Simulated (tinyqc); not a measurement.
# Raman shift of the zone-centre optical phonon of a diamond-structure crystal under stress, step by step

A worked calculation. Computed by tinyqc, a small Python program that keeps every step. Command: `OMP_NUM_THREADS=1 python tinyqc.py 3013851 3013852 out.jsonl ramanstress walk`. One thread of a shared host (Intel(R) Xeon(R) Processor @ 2.30GHz), about 0.01 s of CPU time with the checks. Intermediate numbers are printed to about 5 digits and carried at full precision; extremes and crossings named in words are read from the listed rows.

Axes x, y, z are the cube axes. Strain shifts the threefold optical mode and can split it; p, q and r are the phonon deformation potentials.

Inputs (values chosen for the exercise, modelled on silicon):
```
quantity,value,unit
unstrained frequency omega_0,520.2,1/cm
p/omega_0^2,-1.77,-
q/omega_0^2,-2.24,-
r/omega_0^2,-0.719,-
C11,165.9,GPa
C12,63.34,GPa
C44,80.35,GPa
stress sigma (tension positive),1.4,GPa
polarisation angle phi,20,degree
temperature coefficient d omega/dT,-0.024,1/(cm K)
local temperature T,400,K
laser wavelength,457.9,nm
```

Stress state: biaxial. Axis: [111].

Constants: h = 6.62607015e-34 J s; c = 299792458 m/s; k_B = 1.380649e-23 J/K.

## Compliances

S11 = (C11 + C12)/D, S12 = -C12/D, D = (C11 - C12)(C11 + 2 C12), S44 = 1/C44.

S11 = 7.6395 1/TPa

S12 = -2.1108 1/TPa

S44 = 12.446 1/TPa

## Stress and strain tensors

Equal biaxial stress in the plane normal to the axis (unit vector n): sigma_ij = sigma (delta_ij - n_i n_j). eps_xx = S11 sigma_xx + S12 (sigma_yy + sigma_zz), and cyclic; eps_xy = S44 sigma_xy/2 (tensor strain).

stress (GPa):
```
,x,y,z
x,0.93333,-0.46667,-0.46667
y,-0.46667,0.93333,-0.46667
z,-0.46667,-0.46667,0.93333
```

strain (per mille):
```
,x,y,z
x,3.1900,-2.9040,-2.9040
y,-2.9040,3.1900,-2.9040
z,-2.9040,-2.9040,3.1900
```

volume strain = 9.5700 per mille

## Secular matrix and shifts

Secular matrix: M_xx = p eps_xx + q (eps_yy + eps_zz), M_xy = 2 r eps_xy; its eigenvalues are omega^2 - omega_0^2, and the shifts are these over 2 omega_0.

M/(2 omega_0) (1/cm):
```
,x,y,z
x,-5.1858,1.0862,1.0862
y,1.0862,-5.1858,1.0862
z,1.0862,1.0862,-5.1858
```

shifts, in rising order (1/cm): [-6.2719, -6.2719, -3.0135]

The triplet splits into a singlet and a doublet. Tension softens every mode.

## Mean shift and Grueneisen parameter

gamma = -(p + 2q)/(6 omega_0^2); the mean of the three shifts is -gamma omega_0 x (volume strain).

mode Grueneisen parameter gamma = 1.0417

mean shift = -5.1858 1/cm

## The line seen from a (001) surface

Backscattering from a (001) surface: incident polarisation (cos phi, sin phi, 0). With Raman tensors (R_z)_xy = (R_z)_yx = 1 and cyclic, only the z component u_z of a mode counts: I = u_z^2 sin^2(2 phi) for parallel and u_z^2 cos^2(2 phi) for crossed polarisers. An unresolved line sits at the intensity-weighted shift, which is M_zz/(2 omega_0).

total intensity, parallel = 0.41318

total intensity, crossed = 0.58682

shift of the observed line = -5.1858 1/cm

shift per stress = -3.7041 1/(cm GPa)

stress per shift = -269.97 MPa cm

Shear mixes z with x and y, so the line is a blend of modes with different shifts. Caution: this stress has components normal to the (001) face, so it cannot reach a free (001) surface; it can act on buried material.

## The same stress in different states

Uniaxial: sigma n n^T; biaxial: sigma (1 - n n^T); hydrostatic: sigma 1. The line seen from (001) is taken as unresolved, at the intensity-weighted shift M_zz/(2 omega_0).

Shifts (1/cm):
```
state,lowest,middle,highest,line seen from (001)
uniaxial [100],-3.1491,-3.1491,-1.4804,-3.1491
uniaxial [110],-3.9440,-3.1491,-0.6855,-3.1491
uniaxial [001],-3.1491,-3.1491,-1.4804,-1.4804
uniaxial [111],-4.7652,-1.5067,-1.5067,-2.5929
"biaxial, normal [001]",-6.2983,-4.6295,-4.6295,-6.2983
"biaxial, normal [111]",-6.2719,-6.2719,-3.0135,-5.1858
hydrostatic,-7.7786,-7.7786,-7.7786,-7.7786
```

Seen from (001), uniaxial stress along [100] and along [110] give the same shift (-3.149), and equal biaxial stress in the plane gives twice as much (-6.298), since only sigma_xx + sigma_yy and sigma_zz enter M_zz. Stress along [001] gives -1.480. One measured shift therefore fixes the stress only once its state is assumed: read as uniaxial in the plane, a shift implies twice the stress that it does read as biaxial.

## Heating mistaken for stress

A temperature above 300 K shifts the line by (d omega/dT)(T - 300 K); divided by the shift per stress it poses as a stress; the total shift adds it to the shift of the observed line. The anti-Stokes to Stokes ratio is [(omega_L + omega_0)/(omega_L - omega_0)]^3 exp(-h c omega_0/(k_B T)) in photon counts, omega_L = 1/wavelength, resonance effects left out.

thermal shift = -2.4 1/cm

apparent stress from heating = 0.64793 GPa

total shift = -7.5858 1/cm

anti-Stokes/Stokes ratio = 0.17761

Heating poses as tension, 46 % of the true stress in size; the intensity ratio gives T apart from the shift.

Checks made by the program: mean of the eigenvalues against the trace rule (relative difference below 1e-10); weighted mean of the modes against M_zz (relative difference below 1e-10).
